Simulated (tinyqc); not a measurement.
# Convergence with the mesh

Model: Born-von Karman spring model of a cubic crystal with one atom per cell. Computed by tinyqc, a small Python program. Command: `OMP_NUM_THREADS=1 python tinyqc.py 3017386 3017387 out.jsonl springs sweep`. One thread of a shared host (Intel(R) Xeon(R) Processor @ 2.30GHz), about 0.2 s of CPU time with the checks.

First neighbours lie at a/2 (1,1,1) (8 of them), second at a (1,0,0) (6), with all permutations and signs; the volume per atom is Omega = a^3/2. Two shells of springs match a real metal only roughly, above all at the zone boundary.

Inputs (values chosen for the exercise, modelled on iron): atomic mass M = 55.85 u; radial spring k1L = 3.11 eV/angstrom^2; transverse spring k1T = -0.097 eV/angstrom^2; radial spring k2L = 1.1 eV/angstrom^2; transverse spring k2T = 0.022 eV/angstrom^2; temperature T = 200 K.

Lattice: bcc.

Constants: nu for 1 eV/(angstrom^2 u) = 15.6333042 THz; h x 1 THz = 4.135667696 meV; k_B = 8.617333262e-05 eV/K; hbar^2/u = 4.18015928e-03 eV angstrom^2.

Method:
- A neighbour at R with unit vector n couples by the matrix K(R) = kL n n^T + kT (1 - n n^T), and D(q) = (1/M) sum_R K(R) [1 - cos(q.R)].
- An eigenvalue lambda of D in eV/(angstrom^2 u) gives nu = 15.6333042 THz x sqrt(lambda).
- Mesh: q = sum_i (m_i + 1/2)/n b_i, m_i = 0..n-1, with b = [[0, 1, 1], [1, 0, 1], [1, 1, 0]] in 2 pi/a; sums are averages over the n^3 points, per atom.
- With x = h nu/(k_B T) and n = 1/(exp(x) - 1) for each mode: F = k_B T [x/2 + ln(1 - exp(-x))], U = k_B T x (n + 1/2), S/k_B = x n - ln(1 - exp(-x)), C/k_B = x^2 n (n + 1).
- <u_x^2> = (1/3) sum over modes of hbar^2/(2 M h nu) coth(x/2); zero-point energy = sum h nu/2. <u_x^2> converges slowly with the mesh, from below, with an error of order 1/n.

One run for each value:
```
mesh divisions n  <u_x^2> (angstrom^2)  heat capacity C (k_B/atom)  entropy S (k_B/atom)  zero-point energy (meV/atom)
2                             0.002146                       2.442                 1.938                         40.92
3                             0.002571                       2.455                 2.099                         39.81
4                             0.002798                       2.456                 2.146                         39.60
6                             0.003004                       2.456                 2.168                         39.52
8                             0.003096                       2.456                 2.173                         39.51
12                            0.003183                       2.456                 2.175                         39.51
16                            0.003225                       2.456                 2.176                         39.51
```

What does the table show, and why?

Over the rows, <u_x^2> (angstrom^2) rises from 0.00215 to 0.00323 (exponent d ln y / d ln x 0.45 between the first rows and 0.046 between the last); heat capacity C (k_B/atom) rises from 2.44 to 2.46, flat over part of the range; entropy S (k_B/atom) rises from 1.94 to 2.18 (exponent d ln y / d ln x 0.20 between the first rows and 7.9e-4 between the last). Against the finest mesh, the coarsest misses by 33 % in <u_x^2>, 0.56 % in C, 11 % in S, 3.6 % in the zero-point energy. <u_x^2> converges slowest, since it weights each mode by 1/nu to 1/nu^2 and so the long waves near G.

Caution (rows 2, 3, 4): the mesh is too coarse for this temperature: four more divisions change S by over 1 %.

Extremes, crossings and ranges named in words are read from the listed rows.
